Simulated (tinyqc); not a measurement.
What each parameter does: strain-driven crossing of the Gamma and L valleys in a germanium-like crystal.

Biaxial loads: e0 is the in-plane strain e_par and the normal is free. (001): e_perp = -2 (C12/C11) e_par; exx = eyy = e_par, ezz = e_perp, no shear. (111): e_perp = -(2 C11 + 4 C12 - 4 C44)/(C11 + 2 C12 + 4 C44) e_par; exx = eyy = ezz = (2 e_par + e_perp)/3 and exy = eyz = ezx = (e_perp - e_par)/3. (110): e_perp = -(C11 + 3 C12 - 2 C44)/(C11 + C12 + 2 C44) e_par; exx = eyy = (e_par + e_perp)/2, ezz = e_par, exy = (e_perp - e_par)/2, eyz = ezx = 0. Uniaxial loads: a stress along n, scaled so that n.e.n = e0, with exx = s11 sxx + s12 (syy + szz), exy = s44 sxy/2, s11 = (C11 + C12)/((C11 - C12)(C11 + 2 C12)), s12 = -C12/((C11 - C12)(C11 + 2 C12)), s44 = 1/C44.

Edges from the unstrained valence top: Gamma at Eg + ac tr(e); an L valley with unit axis u at EgL + aL tr(e) + XuL (u.e.u - tr(e)/3), u along [111], [1-1-1], [-11-1], [-1-11]; valence edges are the levels of the 6 x 6 matrix of X, Y, Z times spin with -Dso/3 + l exx + m (eyy + ezz) on the diagonal (cyclic), n exy off it, l = av + 2 b, m = av - b, n = sqrt(3) d. Spin-orbit term (Dso/3) L.sigma on X, Y, Z with (L_k)_ij = -i epsilon_kij: <X+|H|Y+> = -i Dso/3, <X+|H|Z-> = Dso/3, <Y+|H|Z-> = -i Dso/3, <Z+|H|X-> = -Dso/3, <Z+|H|Y-> = i Dso/3, <X-|H|Y-> = i Dso/3, and their conjugates; + and - are the spin along z.

Values chosen for the exercise (near those of Ge, gaps at low temperature; the results hold for these values, not for the real material): Eg = 0.909 eV (gap at Gamma to the s-like level); EgL = 0.749 eV (gap to L); Dso = 0.292 eV (spin-orbit splitting); ac = -8.12 eV (conduction deformation potential); av = 1.24 eV (valence hydrostatic potential); b = -2.58 eV (tetragonal shear potential); d = -5.39 eV (trigonal shear potential); aL = -1.67 eV (hydrostatic potential of the L edge, Xd + Xu/3); XuL = 15.99 eV (uniaxial potential, L); C11 = 126.6 GPa; C12 = 48.9 GPa; C44 = 65.9 GPa; load = uniaxial [100] (kind of strain); e0 = 0.0439 (size of the strain).

Direct gap, Gamma minus the lowest L edge and the valence splitting.

One parameter was then changed.

Results before and after:

| case | direct gap (eV) | Gamma - L (meV) | valence splitting (meV) |
|---|---|---|---|
| base | 0.5823 | 34.6 | 145.6 |
| changed | 0.5823 | 34.6 | 130.1 |

Which of these changes was made? (a) Dso = 0.2482 eV; (b) C12 = 56.235 GPa; (c) d = -4.5815 eV; (d) av = 1.054 eV; (e) XuL = 13.5915 eV; (f) e0 = 0.05048; (g) ac = -6.902 eV.

Answer: (a) Dso = 0.2482 eV. Of the candidates, run in turn, only this one gives the changed row.

All candidates:

| case | direct gap (eV) | Gamma - L (meV) | valence splitting (meV) |
|---|---|---|---|
| base | 0.5823 | 34.6 | 145.6 |
| ac = -6.902 eV | 0.6059 | 58.3 | 145.6 |
| XuL = 13.5915 eV | 0.5823 | 34.6 | 145.6 |
| Dso = 0.2482 eV | 0.5823 | 34.6 | 130.1 |
| av = 1.054 eV | 0.5859 | 34.6 | 145.6 |
| d = -4.5815 eV | 0.5823 | 34.6 | 145.6 |
| C12 = 56.235 GPa | 0.6028 | 51.0 | 146.7 |
| e0 = 0.05048 | 0.5333 | 15.8 | 152.1 |

Computed by tinyqc, a small Python program: `OMP_NUM_THREADS=1 python tinyqc.py 1081362 1081363 out.jsonl` (the numbers bound the seed that draws the inputs); one thread of a shared host (Intel(R) Xeon(R) Processor @ 2.30GHz), about 0.01 s for the whole set of steps.
